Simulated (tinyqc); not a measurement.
## MOS inversion layer, Poisson-Schroedinger loop: effect of the temperature

Electrons confined at an insulator interface at z = 0, treated as a hard wall; parabolic valleys, Hartree approximation, no image or exchange terms. The depletion charge lies far deeper than the electrons and gives a uniform field q Nd/(eps0 eps_r); the gate balances all charge. Energies are counted from the band edge at the interface.

Schroedinger equation -(C/mz) psi'' + (V0 + U + dE for set B) psi = E psi, C = hbar^2/(2 m0), psi(0) = 0, on a uniform mesh of 800 nodes with a far wall at 41 nm, 8 levels a set; V0 = q Nd z/(eps0 eps_r); dU/dz = q (Ns - integral of n from 0 to z)/(eps0 eps_r), U(0) = 0; N_k = g md m0 q Vt/(pi hbar^2) ln(1 + exp((EF - E_k)/Vt)), g the number of valleys of the set, sum N_k = Ns. Triangular well: E_k = a_k (C F^2/mz)^(1/3), a_1 = 2.338107, a_2 = 4.087949, C = hbar^2/(2 m0), F in eV/nm. Fang-Howard (all electrons in the lowest level of set A): b^3 = 6 (mz1/C) q (Nd + 11 Ns/32)/(eps0 eps_r), centroid 3/b, level C b^2/(4 mz1) + (3/b) q (Nd + 11 Ns/16)/(eps0 eps_r). The centroid adds 3.9 z_av/eps_r to an oxide-equivalent thickness.

Parameters, values chosen for the exercise; masses and permittivity close to those of germanium (111):
- eps_r = 15.8 (relative permittivity)
- mz1 = 1.6 m0 (mass along z of valley set A (1 valley(s)))
- md1 = 0.0835 m0 (in-plane density-of-states mass of set A)
- mz2 = 0.0902 m0 (mass along z of valley set B (3 valley(s)))
- md2 = 0.345 m0 (in-plane density-of-states mass of set B)
- Ns = 8.1e12 cm^-2 (sheet density of electrons)
- Nd = 4.1e10 cm^-2 (sheet density of depletion charge)
- dE = 0 eV (extra shift of set B (strain))

Constants: q = 1.602176634e-19 C, kB = 1.380649e-23 J/K, hbar = 1.054571817e-34 J s, m0 = 9.1093837015e-31 kg, Vt = kB T/q, eps0 = 8.8541878128e-14 F/cm where lengths are in cm, hbar^2/(2 m0) = 0.0380998212 eV nm^2. Results are converted to the units shown.

The same in every row: Fang-Howard centroid (nm) = 1.49.

Effect of the temperature:
```
T (K)  A1 (meV)  B1 (meV)  EF (meV)  share of A1 (%)  share of set A (%)  centroid z_av (nm)  added oxide equivalent (nm)
20          125       233       238             48.3                75.8                2.64                        0.650
50          126       234       237             48.0                75.1                2.67                        0.658
77          126       236       236             47.5                73.9                2.74                        0.675
120         126       239       234             46.5                71.7                2.88                        0.710
200         127       245       229             44.0                67.1                3.17                        0.782
300         127       254       220             40.0                61.4                3.54                        0.873
400         128       262       208             35.7                56.2                3.90                        0.963
500         129       269       194             31.5                51.5                4.25                         1.05
```

What does the table show?

As T goes from 20 to 500, A1 rises from 125 to 129 meV, the share of A1 falls from 48.3 to 31.5 % and the centroid rises from 2.64 to 4.25 nm. The Fang-Howard centroid is 43 % below the full one in the first row, where A1 holds 48.3 %, and 65 % below it in the last, where A1 holds 31.5 %. For T = 500 the eighth level of a set still holds over 0.4 % of the electrons, so more levels and a farther wall would raise the centroid.

Program tinyqc, `OMP_NUM_THREADS=1 python tinyqc.py 2160081 2160082 out.jsonl`; Intel Xeon 2.30GHz, shared host, one thread, about 1 s.
